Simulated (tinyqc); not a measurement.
MOS inversion layer, Poisson-Schroedinger loop: mixing schemes compared.

Electrons confined at an insulator interface at z = 0, treated as a hard wall; parabolic valleys, Hartree approximation, no image or exchange terms. The depletion charge lies far deeper than the electrons and gives a uniform field q Nd/(eps0 eps_r); the gate balances all charge. Energies are counted from the band edge at the interface.

V0 = q Nd z/(eps0 eps_r) in eV.

Tridiagonal Hamiltonian with psi = 0 one step beyond both ends: H_ii = C (1/m_(i-1/2) + 1/m_(i+1/2))/hz^2 + V0_i + U_i (+ dE for the set B), H_(i,i+1) = -C/(m_(i+1/2) hz^2), C = hbar^2/(2 m0). The lowest 2 level(s) of each valley set are kept, normalised to hz sum |psi|^2 = 1. The mass is the same on all intervals.

Level k holds N_k = D_k Vt ln(1 + exp((EF - E_k)/Vt)) with D = 2 md1 m0 q/(pi hbar^2) for the set A, D = 4 md2 m0 q/(pi hbar^2) for the set B per eV (spin included); EF is fixed by sum N_k = Ns.

n_i = sum_k N_k |psi_k|^2 (converted to cm^-3). Hartree part by Gauss: on the interval before node i the electrons still beyond are S_i = Ns - hz sum_(j<i) n_j, and U_i = U_(i-1) + q S_i hz/(eps0 eps_r) in eV, U_0 = 0 at the interface. Mixing: U(new) = U + a (U(out) - U).

Rounds from U = 0 until the largest |U(out) - U| is below 1e-7 eV (the round that meets it is counted). Anderson mixing of depth m keeps the last m inputs V and residuals F = V(out) - V(in), fits c by least squares to F = dF c over their successive differences dF, dV, and sets V(new) = V + a F - (dV + a dF) c.

Parameters, values chosen for the exercise; masses and permittivity close to those of silicon (100):
```
symbol   value   unit                                     meaning
T          300      K                                 temperature
eps_r     11.5                              relative permittivity
mz1      0.932     m0  mass along z of valley set A (2 valley(s))
md1      0.193     m0    in-plane density-of-states mass of set A
mz2      0.191     m0  mass along z of valley set B (4 valley(s))
md2      0.412     m0    in-plane density-of-states mass of set B
Ns      4.5e12  cm^-2                  sheet density of electrons
Nd      8.6e11  cm^-2           sheet density of depletion charge
dE           0     eV               extra shift of set B (strain)
hz           1     nm                                   mesh step
```

Constants: q = 1.602176634e-19 C, kB = 1.380649e-23 J/K, hbar = 1.054571817e-34 J s, m0 = 9.1093837015e-31 kg, Vt = kB T/q, eps0 = 8.8541878128e-14 F/cm where lengths are in cm, hbar^2/(2 m0) = 0.0380998212 eV nm^2. Results are converted to the units shown.

| node | z (nm) |
|---|---|
| 1 | 1 |
| 2 | 2 |
| 3 | 3 |
| 4 | 4 |
| 5 | 5 |
| 6 | 6 |
| 7 | 7 |
| 8 | 8 |
| 9 | 9 |
| 10 | 10 |
| 11 | 11 |
| 12 | 12 |
| 13 | 13 |
| 14 | 14 |

Rounds needed:

| a | depth m | rounds |
|---|---|---|
| 1 | plain | 92 |
| 0.8 | plain | 21 |
| 0.6 | plain | 16 |
| 0.4 | plain | 28 |
| 0.2 | plain | 62 |
| 0.1 | plain | 130 |
| 0.5 | 2 | 14 |
| 0.5 | 4 | 9 |
| 0.5 | 8 | 9 |

What does the table show?

Among the plain runs a = 0.6 is fastest, with 16 rounds; larger factors overshoot and smaller ones creep. Anderson mixing needs 9 to 14 rounds.

Numbers from tinyqc (`OMP_NUM_THREADS=1 python tinyqc.py 2160047 2160048 out.jsonl`; about 1 s on one thread of a shared Intel Xeon 2.30GHz).
